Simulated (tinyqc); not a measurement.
# Density and mobility of a removed layer (differential Hall)

Inverse problem. For layers in parallel the sheet conductance g = 1/Rs and the product g mu_H (mu_H signed, unit Hall factors) are additive. Find the sheet density and mobility of the layer that was removed, and its share of the conductance.

Constants: q = 1.602176634e-19 C. Results are converted to the units shown.

Rs before and after removing the top layer (ohm/square): [45.032533, 58.550742]
apparent mobility before and after, signed (cm^2/(V s)): [361.51515, 410]

Solution. The differences give g1 = q n mu and g1 mu = q n mu^2; their ratio is mu and g1^2/(q g1 mu) is n.

sheet density = 1.60e14 cm^-2
mobility = 200 cm^2/(V s)
share of the conductance = 23.1 %

Numbers from tinyqc (`OMP_NUM_THREADS=1 python tinyqc.py 2850109 2850110 out.jsonl`; about 0.01 s on one thread of a shared Intel Xeon 2.30GHz).
